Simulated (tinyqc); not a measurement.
Sp3 tight binding, zinc-blende lattice, step by step. Computed by tinyqc, a small Python program that keeps every step. Command: `OMP_NUM_THREADS=1 python tinyqc.py 29794 29795 out.jsonl` (the two numbers bound the seeds that draw the settings). One thread of a shared host (Intel(R) Xeon(R) Processor @ 2.60GHz), about 0.01 s of CPU time with the checks.

## Bloch Hamiltonian at k

Parameters chosen for this model: zinc-blende lattice, anion at 0, cation at a/4 (1,1,1); V = eta hbar^2 / (m d^2), hbar^2/m = 7.619964 eV angstrom^2:
```
parameter,value,unit
a,5.510000,angstrom
d,2.385900,angstrom
Es anion,-11.070000,eV
Ep anion,-6.980000,eV
Es cation,-11.070000,eV
Ep cation,-6.980000,eV
eta ss,-1.400000,
eta sp,1.840000,
eta pp sigma,3.240000,
eta pp pi,-0.810000,
V ss,-1.874030,eV
V sp,2.463011,eV
V pp sigma,4.337040,eV
V pp pi,-1.084260,eV
```

k point k (2 pi / a): 0.090000  -0.540000  0.240000

Slater-Koster rules over the four bonds with direction cosines (l, m, n): ss V_ss; s-px l V_sp; px-s -l V_sp; px-px l^2 V_pps + (1 - l^2) V_ppp; px-py l m (V_pps - V_ppp); each times exp(i k.d).

H(k) at k (eV):
```
,a s,a px,a py,a pz,c s,c px,c py,c pz
a s,-11.070000,0.000000,0.000000,0.000000,-4.563173-0.291656i,1.555004+0.492794i,-0.195111-3.927492i,0.558965+1.370921i
a px,0.000000,-6.980000,0.000000,0.000000,-1.555004-0.492794i,1.760081+0.112496i,0.710332+1.742163i,-0.247947-4.991050i
a py,0.000000,0.000000,-6.980000,0.000000,0.195111+3.927492i,0.710332+1.742163i,1.760081+0.112496i,1.976096+0.626242i
a pz,0.000000,0.000000,0.000000,-6.980000,-0.558965-1.370921i,-0.247947-4.991050i,1.976096+0.626242i,1.760081+0.112496i
c s,-4.563173+0.291656i,-1.555004+0.492794i,0.195111-3.927492i,-0.558965+1.370921i,-11.070000,0.000000,0.000000,0.000000
c px,1.555004-0.492794i,1.760081-0.112496i,0.710332-1.742163i,-0.247947+4.991050i,0.000000,-6.980000,0.000000,0.000000
c py,-0.195111+3.927492i,0.710332-1.742163i,1.760081-0.112496i,1.976096-0.626242i,0.000000,0.000000,-6.980000,0.000000
c pz,0.558965-1.370921i,-0.247947+4.991050i,1.976096-0.626242i,1.760081-0.112496i,0.000000,0.000000,0.000000,-6.980000
```

## Levels at k

Diagonalise the Hermitian matrix.

eigenvalues (eV): -17.306535  -13.499829  -12.793517  -11.854385  -3.590041  -3.059470  -1.372573  -0.543650

weights |c|^2 of the basis functions:
```
,band 1,band 2,band 3,band 4,band 5,band 6,band 7,band 8
a s,0.432219,0.095635,0.022493,0.062497,0.306246,0.048417,0.005900,0.026595
a px,0.001723,0.184395,0.275710,0.014275,0.079789,0.032251,0.187377,0.224479
a py,0.054036,0.059290,0.026017,0.275887,0.107098,0.396222,0.000131,0.081319
a pz,0.012022,0.160681,0.175780,0.147341,0.006867,0.023110,0.306592,0.167607
c s,0.432219,0.095635,0.022493,0.062497,0.306246,0.048417,0.005900,0.026595
c px,0.001723,0.184395,0.275710,0.014275,0.079789,0.032251,0.187377,0.224479
c py,0.054036,0.059290,0.026017,0.275887,0.107098,0.396222,0.000131,0.081319
c pz,0.012022,0.160681,0.175780,0.147341,0.006867,0.023110,0.306592,0.167607
```

## Bloch Hamiltonian at X

k point X (2 pi / a): 1  0  0

As before.

H(k) at X (eV):
```
,a s,a px,a py,a pz,c s,c px,c py,c pz
a s,-11.070000,0.000000,0.000000,0.000000,0.000000,0.000000+5.688079i,0.000000,0.000000
a px,0.000000,-6.980000,0.000000,0.000000,0.000000-5.688079i,0.000000,0.000000,0.000000
a py,0.000000,0.000000,-6.980000,0.000000,0.000000,0.000000,0.000000,0.000000+7.228401i
a pz,0.000000,0.000000,0.000000,-6.980000,0.000000,0.000000,0.000000+7.228401i,0.000000
c s,0.000000,0.000000+5.688079i,0.000000,0.000000,-11.070000,0.000000,0.000000,0.000000
c px,0.000000-5.688079i,0.000000,0.000000,0.000000,0.000000,-6.980000,0.000000,0.000000
c py,0.000000,0.000000,0.000000,0.000000-7.228401i,0.000000,0.000000,-6.980000,0.000000
c pz,0.000000,0.000000,0.000000-7.228401i,0.000000,0.000000,0.000000,0.000000,-6.980000
```

## Levels at X

As before.

eigenvalues (eV): -15.069524  -15.069524  -14.208401  -14.208401  -2.980476  -2.980476  0.248401  0.248401

## Bands along a path

The same steps at evenly spaced points between the labelled ones.

Bands along the path (eV):
```
k,band 1,band 2,band 3,band 4,band 5,band 6,band 7,band 8
L,-16.412852,-15.669604,-12.039880,-12.039880,-4.415057,-1.920120,-1.920120,0.397513
L-G 0.25,-17.151772,-14.581693,-11.783883,-11.783883,-4.305766,-2.176117,-2.176117,-0.060770
L-G 0.50,-17.902440,-12.823522,-11.100822,-11.100822,-4.051081,-2.859178,-2.859178,-1.322957
L-G 0.75,-18.393582,-10.911320,-10.279251,-10.279251,-3.835316,-3.680749,-3.680749,-2.959782
G,-18.566119,-9.871360,-9.871360,-9.871360,-4.088640,-4.088640,-4.088640,-3.573881
G-X 0.25,-18.333357,-10.825449,-10.825449,-10.407768,-3.970885,-3.387989,-3.134551,-3.134551
G-X 0.50,-17.643540,-12.484986,-12.484986,-11.735863,-3.662516,-3.058081,-1.475014,-1.475014
G-X 0.75,-16.530099,-13.749214,-13.749214,-13.399331,-3.282066,-2.888504,-0.210786,-0.210786
X,-15.069524,-15.069524,-14.208401,-14.208401,-2.980476,-2.980476,0.248401,0.248401
X-W 0.25,-15.069524,-15.069524,-14.208401,-14.208401,-2.980476,-2.980476,0.248401,0.248401
X-W 0.50,-15.069524,-15.069524,-14.208401,-14.208401,-2.980476,-2.980476,0.248401,0.248401
X-W 0.75,-15.069524,-15.069524,-14.208401,-14.208401,-2.980476,-2.980476,0.248401,0.248401
W,-15.069524,-15.069524,-14.208401,-14.208401,-2.980476,-2.980476,0.248401,0.248401
```

With 4 band(s) filled, the highest filled level on these points lies at G and the lowest empty one at L: a gap of 5.4563 eV, indirect.
